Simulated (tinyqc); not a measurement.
Inside a calculation. Method: Hubbard chain of 2 sites. Computed by tinyqc, a small Python program that keeps every step. Settings: hopping = 0.71, U = 1.0, mixing = 0.2, iteration cap = 55. Command: `OMP_NUM_THREADS=1 python tinyqc.py 28826 28827 out.jsonl` (the two numbers bound the seeds that draw the settings). One thread of a shared host (Intel(R) Xeon(R) Processor @ 2.60GHz), about 0.2 s of CPU time with the checks.

one-body matrix (hopping and site energies) (eV):
```
           1          2
1   0.000000  -0.710000
2  -0.710000   0.000000
```

U = 1.000000 eV

electrons, up and down: 1  1

n(up) at the start (a guess, not normalised): 1 0.550000, 2 0.450000

n(down) at the start (a guess): 1 0.450000, 2 0.550000

Each step fills the lowest levels of T + U n(other spin) and sets n(new) = n + mixing (n(out) - n); stop when output and input agree to 1e-8.

Course of the cycle:
```
iteration       E (eV)  largest |n(out) - n(in)|  mean |n_up - n_down|
1          -0.91895935                  1.49e-02              0.070249
2          -0.91907942                  1.40e-02              0.066087
3          -0.91918558                  1.31e-02              0.062173
4          -0.91927945                  1.24e-02              0.058492
5          -0.91936247                  1.16e-02              0.055028
6          -0.91943589                  1.09e-02              0.051770
7          -0.91950083                  1.03e-02              0.048706
8          -0.91955828                  9.66e-03              0.045823
9          -0.91960910                  9.08e-03              0.043110
10         -0.91965407                  8.54e-03              0.040559
11         -0.91969385                  8.03e-03              0.038159
...                ...                       ...                   ...
45         -0.91999516                  1.01e-03              0.004799
46         -0.91999572                  9.48e-04              0.004515
47         -0.91999621                  8.92e-04              0.004248
48         -0.91999665                  8.39e-04              0.003996
49         -0.91999703                  7.90e-04              0.003760
50         -0.91999737                  7.43e-04              0.003538
51         -0.91999767                  6.99e-04              0.003328
52         -0.91999794                  6.58e-04              0.003131
53         -0.91999818                  6.19e-04              0.002946
54         -0.91999839                  5.82e-04              0.002772
55         -0.91999857                  5.48e-04              0.002608
```

Can the last value be used, and what does the course show?

Not by the stop rule, although the second column moves by less than 1e-06 over the last three steps. Not converged within 55 iterations: the residual falls steadily but slowly, by a factor of about 0.94 a step. The lowest mean-field energy found from random starts is -0.92000 eV. Reruns (cap 100 unless said): mixing 0.5: converged in 90 (E = -0.92000); mixing 0.9: converged in 47 (E = -0.92000); the original settings with a cap of 400: converged in 234 (E = -0.92000).
